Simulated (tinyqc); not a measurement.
Programming of a floating-gate cell by Fowler-Nordheim tunnelling: one step of the calculation.

Per tunnel area the floating gate has Ctun = 3.9 eps0/tox to the channel (0 V) and Ccg to the control gate, Ct = Ctun/(1 - ag), no other coupling. With the threshold shift U = -Q/Ccg the field is F = ag (Vg - U)/tox, and dU/dt = J/Ccg. Fowler-Nordheim: J = A F^2 exp(-B/F), A = q^2/(16 pi^2 hbar mo phi) (times 1e14 for A/cm^2 with F in V/nm, emitter mass m0), B = (4/3) sqrt(mo/C) phi^1.5, C = hbar^2/(2 m0).

Problem. Explicit time steps against the exact solution. U(new) = U + dt J(F(U))/Ccg. Exact: exp(B/F(t)) = exp(B/F(0)) + K t, K = A B ag/(Ccg tox), and U = Vg - tox F/ag.

Parameters, values chosen for the exercise; oxide values close to those of silicon dioxide:
- phi = 3.02 eV (tunnel barrier)
- mo = 0.41 m0 (tunnelling mass)
- tox = 6.7 nm (tunnel oxide thickness)
- ag = 0.61 (coupling ratio Ccg/Ct)
- Vt0 = -1.2 V (threshold shift at the start)
- Vg = 11.4 V (control-gate voltage)
- dt = 5 us (time step)
- n = 10 (steps)

Constants: q = 1.602176634e-19 C, hbar = 1.054571817e-34 J s, m0 = 9.1093837015e-31 kg, eps0 = 8.8541878128e-14 F/cm where lengths are in cm, hbar^2/(2 m0) = 0.0380998212 eV nm^2. Results are converted to the units shown.

Wanted: t; F; J; U by steps; U exact.

Solution.

```
step  t (us)  F (V/nm)  J (A/cm^2)  U by steps (V)  U exact (V)
0          0    1.1472     0.33421         -1.2000      -1.2000
1     5.0000    0.9584   0.0045358          0.8729      -0.3450
2     10.000    0.9559   0.0042311          0.9010      -0.0415
3     15.000    0.9535   0.0039641          0.9273       0.1426
4     20.000    0.9512   0.0037282          0.9519       0.2740
5     25.000    0.9491   0.0035183          0.9750       0.3756
6     30.000    0.9472   0.0033303          0.9968       0.4583
7     35.000    0.9453   0.0031609          1.0175       0.5277
8     40.000    0.9435   0.0030076          1.0371       0.5876
9     45.000    0.9418   0.0028681          1.0557       0.6400
10    50.000    0.9402   0.0027407          1.0735       0.6867
```

Range of the model: Programming fields of 10 MV/cm and more wear the oxide; trapping and the channel potential are ignored.

Numbers from tinyqc (`OMP_NUM_THREADS=1 python tinyqc.py 2130053 2130054 out.jsonl`; about 0.01 s on one thread of a shared Intel Xeon 2.30GHz).
